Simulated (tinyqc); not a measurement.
Domain walls in a thin film with perpendicular anisotropy: Bloch, Neel and chiral walls, motion and stripe domains: one step, computed by the program tinyqc.

One-dimensional wall: polar angle theta(x), azimuth phi of the moment in the wall (phi = 0 Neel, 90 degrees Bloch). mu_0 = 1.25663706212e-6 T m/A, gamma = 1.76085963023e11 rad/(s T).

Question. Walker breakdown. Field drive: steady motion v = gamma Delta B/alpha needs B = (alpha/2) [2 B_D sin(phi) - B_K sin(2 phi)] in size, B_K = 2 K_D/M_s, B_D = pi D/(2 M_s Delta), with phi moving from its rest value; the Walker field B_W is the largest value of |B_D sin(phi) - (B_K/2) sin(2 phi)| times alpha, reached at cos(phi) = [d - sqrt(d^2 + 8)]/4, d = B_D/B_K. Far above B_W/alpha, v = gamma Delta B alpha/(1 + alpha^2); this is used for all B above B_W.

Inputs (values chosen for the exercise, for a model film):
```
quantity                      value    unit
saturation magnetisation M_s   1160    kA/m
DMI constant D                0.094  mJ/m^2
damping alpha                  0.13       -
field mu_0 H_z                   13      mT
```

Drive: magnetic field.

K_D = 32.91015 kJ/m^3

width parameter Delta = 9.069045 nm

Give: B_K; B_D; Walker field B_W; velocity at B_W; velocity at B.

Answer.

B_K = 56.742 mT

B_D = 14.036 mT

Walker field B_W = 5.0303 mT

velocity at B_W = 61.792 m/s

velocity at B = 2.6540 m/s

B is above B_W: the wall moment precesses, and the far-field formula is used. Without D, B_W would be alpha B_K/2 = 3.69 mT, so D raises it 1.4 times. Caution: below about 3 B_W/alpha the mean velocity lies above the far-field formula, by a factor of roughly 1 + (B_W/(alpha B))^2/2.
